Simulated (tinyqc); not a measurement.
# MOS capacitor on an n-type substrate, surface potential from the exact charge relation: effects of single changes

Uniform n-type substrate, Boltzmann statistics, full ionisation, classical densities. psi is the surface potential against the body (positive when the bands bend down) and u = -psi/Vt. Traps are spread evenly over the gap and neutral at flat band, so their charge is -q Dit psi; the minority quasi-Fermi level is shifted by Vb.

Parameters, values chosen for the exercise; band and dielectric values close to those of germanium:
- T = 300 K (temperature)
- Eg = 0.669 eV (band gap)
- eps_r = 16 (relative permittivity)
- Nc = 1.03e19 cm^-3 (conduction-band density of states at T)
- Nv = 5.88e18 cm^-3 (valence-band density of states at T)
- chi = 4.01 eV (electron affinity)
- N = 5.3e16 cm^-3 (donor density of the substrate)
- eox = 3.9 (relative permittivity of the gate insulator (close to silicon dioxide))
- tox = 21 nm (insulator thickness)
- phiM = 4.59 eV (gate work function)
- Nf = 0 cm^-2 (fixed charge at the interface, in units of q)
- Dit = 0 cm^-2 eV^-1 (density of interface traps)
- Vb = 0 V (reverse bias of the inversion layer against the body)

Constants: q = 1.602176634e-19 C, kB = 1.380649e-23 J/K, Vt = kB T/q, eps0 = 8.8541878128e-14 F/cm where lengths are in cm. Results are converted to the units shown.

Each table varies one quantity; the others keep the values above.

## Capacitance-voltage curves

ni = sqrt(Nc Nv) exp(-Eg/(2 Vt)), Eg in volts; phiF = Vt ln(N/ni); Cox = eps0 eox/tox; Vfb = phiM - chi - Vt ln(Nc/N) - q Nf/Cox; Q0 = sqrt(2 eps0 eps_r q N Vt); r = (ni/N)^2 exp(-Vb/Vt); VT = Vfb - [(2 phiF + Vb)(1 + q Dit/Cox) + sqrt(2 eps0 eps_r q N (2 phiF + Vb))/Cox]. u = -psi/Vt; F^2 = exp(-u) + u - 1 + r (exp(u) - u - 1); Qs = +sign(u) Q0 F; Cs = -dQs/dpsi = (Q0/Vt) |1 - exp(-u) + r (exp(u) - 1)|/(2 F). psi solves Vg = Vfb + psi + (q Dit psi - Qs)/Cox. Low frequency: 1/C_LF = 1/Cox + 1/(Cs + q Dit). High frequency, in the simple estimate in which traps and minority carriers do not follow: 1/C_HF = 1/Cox + 1/Cd, Cd being Cs with r = 0 at the same psi. Deep depletion: r = 0 and Dit = 0 both in the equation for psi and in Cs. Minority sheet density N_inv = (Q0/(2 q)) int_0^u r (exp(t) - 1)/F(t) dt for u > 0. N_inv under 1 cm^-2 is printed as 0. Regimes: accumulation when majority carriers gather, then depletion up to |psi| = phiF + Vb, weak inversion up to 2 phiF + Vb, strong inversion beyond.

Result of one run:

| Vg (V) | psi (V) | C_LF/Cox | C_HF/Cox | C_deep/Cox | N_inv (cm^-2) | regime |
|---|---|---|---|---|---|---|
| -1.73 | -0.5296 | 0.9640 | 0.3992 | 0.3063 | 1.022e12 | strong inversion |

What becomes of these results when the gate voltage against the body Vg is changed from -1.73 to -0.88 V, all else the same?

Result of the changed run:

| Vg (V) | psi (V) | C_LF/Cox | C_HF/Cox | C_deep/Cox | N_inv (cm^-2) | regime |
|---|---|---|---|---|---|---|
| -0.88 | -0.4784 | 0.8846 | 0.4121 | 0.3825 | 2.226e11 | strong inversion |

The whole series:

| Vg (V) | psi (V) | C_LF/Cox | C_HF/Cox | C_deep/Cox | N_inv (cm^-2) | regime |
|---|---|---|---|---|---|---|
| 1.09 | 0.07485 | 0.9301 | 0.9301 | 0.9301 | 0 | accumulation |
| 0.81 | 0.05138 | 0.8990 | 0.8990 | 0.8990 | 0 | accumulation |
| 0.53 | 0.01539 | 0.8363 | 0.8363 | 0.8363 | 0 | accumulation |
| 0.25 | -0.04603 | 0.7146 | 0.7146 | 0.7146 | 4.863e4 | depletion |
| -0.04 | -0.1506 | 0.5711 | 0.5710 | 0.5710 | 1.692e6 | depletion |
| -0.32 | -0.2842 | 0.4831 | 0.4813 | 0.4813 | 1.930e8 | weak inversion |
| -0.6 | -0.4217 | 0.6423 | 0.4285 | 0.4235 | 3.040e10 | strong inversion |
| -0.88 | -0.4784 | 0.8846 | 0.4121 | 0.3825 | 2.226e11 | strong inversion |
| -1.17 | -0.5031 | 0.9354 | 0.4057 | 0.3505 | 4.832e11 | strong inversion |
| -1.45 | -0.5182 | 0.9541 | 0.4020 | 0.3262 | 7.494e11 | strong inversion |
| -1.73 | -0.5296 | 0.9640 | 0.3992 | 0.3063 | 1.022e12 | strong inversion |

C_LF/Cox is lowest, 0.483, at Vg = -0.32 V (weak inversion) among the rows listed and is 0.964 in the last row, where C_HF/Cox is 0.399 and the deep-depletion value 0.306. Vfb = 0.444 V, where C_HF/Cox = 0.806 (Cox in series with eps0 eps_r/LD), and VT = -0.572 V. Over the last two rows psi moves by only 0.041 V a volt of gate bias, since the inversion charge screens the body. In strong accumulation and inversion degeneracy and confinement, left out here, lower the capacitance.

## Effect of the density of interface traps on threshold and swing

ni = sqrt(Nc Nv) exp(-Eg/(2 Vt)), Eg in volts; phiF = Vt ln(N/ni); Cox = eps0 eox/tox; Vfb = phiM - chi - Vt ln(Nc/N) - q Nf/Cox; VT = Vfb - [(2 phiF + Vb)(1 + q Dit/Cox) + sqrt(2 eps0 eps_r q N (2 phiF + Vb))/Cox]. gamma = sqrt(2 eps0 eps_r q N)/Cox; Wm = sqrt(2 eps0 eps_r (2 phiF + Vb)/(q N)); m = 1 + (eps0 eps_r/Wm + q Dit)/Cox; swing m Vt ln 10; Cmin/Cox = 1/(1 + Cox Wm/(eps0 eps_r)).

In this table Vb = 0 V.

The same in every row: Vfb (V) = 0.4438; 2 phiF (V) = 0.4110; gamma (V^0.5) = 0.9433; Wm (nm) = 117.1; Cmin/Cox = 0.4239.

Effect of the density of interface traps on threshold and swing:

| Dit (cm^-2 eV^-1) | VT (V) | m | swing (mV/decade) |
|---|---|---|---|
| 0 | -0.5720 | 1.736 | 103.3 |
| 1e10 | -0.5760 | 1.745 | 103.9 |
| 3e10 | -0.5840 | 1.765 | 105.1 |
| 1e11 | -0.6121 | 1.833 | 109.1 |
| 3e11 | -0.6922 | 2.028 | 120.7 |
| 1e12 | -0.9725 | 2.710 | 161.3 |
| 3e12 | -1.773 | 4.659 | 277.3 |
| 1e13 | -4.577 | 11.48 | 683.3 |

Read the table: what changes, and by how much?

As Dit goes from 0 to 1e13, VT falls from -0.572 to -4.58 V, the swing rises from 103 to 683 mV/decade and Cmin/Cox stays at 0.424. Vfb does not move.

## Effect of the relative permittivity of the gate insulator on threshold and swing

Same model as above.

The same in every row: Vfb (V) = 0.4438; 2 phiF (V) = 0.4110; Wm (nm) = 117.1.

Effect of the relative permittivity of the gate insulator on threshold and swing:

| eox | gamma (V^0.5) | VT (V) | m | swing (mV/decade) | Cmin/Cox |
|---|---|---|---|---|---|
| 3.9 | 0.9433 | -0.5720 | 1.736 | 103.3 | 0.4239 |
| 5 | 0.7358 | -0.4390 | 1.574 | 93.68 | 0.3646 |
| 7.5 | 0.4905 | -0.2817 | 1.383 | 82.30 | 0.2767 |
| 9 | 0.4088 | -0.2293 | 1.319 | 78.50 | 0.2417 |
| 15 | 0.2453 | -0.1245 | 1.191 | 70.91 | 0.1606 |
| 22 | 0.1672 | -0.07447 | 1.130 | 67.29 | 0.1154 |
| 30 | 0.1226 | -0.04588 | 1.096 | 65.22 | 0.08729 |

Read the table: what changes, and by how much?

As eox goes from 3.9 to 30, VT rises from -0.572 to -0.0459 V, the swing falls from 103 to 65.2 mV/decade and Cmin/Cox falls from 0.424 to 0.0873. Vfb does not move. m - 1 goes as eox^(-1.00), that is as 1/Cox.

tinyqc, about 0.01 s, one thread, Intel Xeon 2.30GHz (shared host): `OMP_NUM_THREADS=1 python tinyqc.py 2060045 2060046 out.jsonl`
